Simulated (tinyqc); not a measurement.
MOSFET in saturation, small-signal circuit and noise: integrated noise against bandwidth.

Bias by the inversion coefficient IC = I/Ispec (charge-based model with velocity saturation; weak inversion below 0.1, strong above 10). Common-source circuit: gm, gds, Cgs, Cgd and Cj at the inner nodes, Rg in series with the gate; quasi-static, no source or drain resistance, no gate-body capacitance, no substrate network, no induced gate noise, so fmax is an upper estimate.

Ispec = 2 n mu Cox (W/L) Vt^2, lc = Ls/L, gms = [sqrt((lc IC + 1)^2 + 4 IC) - 1]/[2 + lc (lc IC + 1)], gm = gms Ispec/(n Vt), gds = sg gm. qs = [sqrt(1 + 4 IC) - 1]/2, Cgs = Cox W L qs (2 qs + 3)/(3 (qs + 1)^2) + Cov W, Cgd = Cov W, Cd = Cj W, Rg = Rsh (Wf/L)/(12 Nf) + Rc/W with Nf = W/Wf fingers (not rounded) contacted at both ends. Channel noise Sid = 4 kB T gam n gm with gam = (1/2 + (2/3) qs)/(1 + qs) + gw lc IC, qs = [sqrt(1 + 4 IC) - 1]/2, lc = Ls/L (the last term an empirical rise with velocity saturation); at the gate, white noise Sw = Sid/gm^2 + 4 kB T Rg. Number fluctuation with correlated mobility: S(f) = K/f, K = q^2 Vt lt Nt/(W L Cox^2) (1 + ac mu Cox I/gm)^2, Vt in eV with Nt per eV. Corner fc = K/Sw. Mean square from f1 = 10 Hz to B: Sw (B - f1) + K ln(B/f1).

Parameters, values chosen for the exercise:
```
symbol   value         unit                                   meaning
T          300            K                               temperature
L           90           nm                               gate length
W           80           um                          total gate width
Cox       0.85      uF/cm^2                          gate capacitance
mu         180   cm^2/(V s)                                  mobility
n         1.15                                           slope factor
Ls          25           nm                velocity-saturation length
Rsh         10          ohm              sheet resistance of the gate
Wf           1           um                              finger width
Rc         200       ohm um      gate contact and vertical resistance
IC        0.42                                  inversion coefficient
gw        0.12               short-channel excess of the noise factor
Nt      3.4e17  cm^-3 eV^-1                        oxide trap density
lt         0.1           nm          tunnelling length into the oxide
ac        3000        V s/C            Coulomb scattering coefficient
```

Constants: q = 1.602176634e-19 C, kB = 1.380649e-23 J/K, Vt = kB T/q. Results are converted to the units shown.

Results:

| B (Hz) | spot noise at B (nV/Hz^0.5) | white part (uV rms) | 1/f part (uV rms) | total (uV rms) |
|---|---|---|---|---|
| 1000 | 212.15 | 0.069821 | 14.396 | 14.396 |
| 1e5 | 21.330 | 0.70169 | 20.359 | 20.371 |
| 1e6 | 7.0660 | 2.2190 | 22.762 | 22.870 |
| 1e7 | 3.0700 | 7.0173 | 24.935 | 25.904 |
| 1e8 | 2.3182 | 22.191 | 26.933 | 34.897 |
| 1e9 | 2.2292 | 70.173 | 28.793 | 75.850 |

Estimate the missing row, B = 10000 Hz.

Computed row:

| B (Hz) | spot noise at B (nV/Hz^0.5) | white part (uV rms) | 1/f part (uV rms) | total (uV rms) |
|---|---|---|---|---|
| 10000 | 67.122 | 0.22179 | 17.632 | 17.633 |

With this row back in the table: The 1/f part adds the same power, K ln 10, in each decade and grows only from 14.4 to 28.8 uV; the white part grows as sqrt(B). It overtakes the 1/f part by B = 1e9 Hz among the rows, above the corner fc = 9.14e6 Hz of the spot noise.

Computed by the program tinyqc: `OMP_NUM_THREADS=1 python tinyqc.py 2150060 2150061 out.jsonl`, one thread of a shared Intel Xeon 2.30GHz, about 0.01 s for the whole run.
